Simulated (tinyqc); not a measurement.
Strained Delta valleys, repopulation and conductivity mass: one step of the calculation.

A cubic crystal with three pairs of conduction valleys along x, y and z under uniaxial stress X along [100] (X > 0 is tension); current along [100]. Non-degenerate electrons, fixed total density, one relaxation time for all valleys and stresses, masses unchanged by strain, so the mobility goes as the mean inverse mass.

Task. Valley shifts and shares. Valley shift dE = Xu (n.e.n - trace(e)/3) with n the valley axis; share f proportional to exp(-dE/Vt).

Values chosen for this exercise: temperature T = 400 K; shear deformation potential Xu = 9.33 eV.

Constants: q = 1.602176634e-19 C, kB = 1.380649e-23 J/K, Vt = kB T/q. Results are converted to the units shown.

strain (%):

|  | x | y | z |
|---|---|---|---|
| x | -0.098800000 | 0.000000000 | 0.000000000 |
| y | 0.000000000 | 0.027820000 | 0.000000000 |
| z | 0.000000000 | 0.000000000 | 0.027820000 |

Give: dE; share f.

Result.

| valley | dE (meV) | share f |
|---|---|---|
| x | -7.876 | 0.4133 |
| y | 3.938 | 0.2934 |
| z | 3.938 | 0.2934 |

The splitting is 11.8 meV, 0.34 Vt.

Numbers from tinyqc (`OMP_NUM_THREADS=1 python tinyqc.py 2530079 2530080 out.jsonl`; about 0.01 s on one thread of a shared Intel Xeon 2.30GHz).
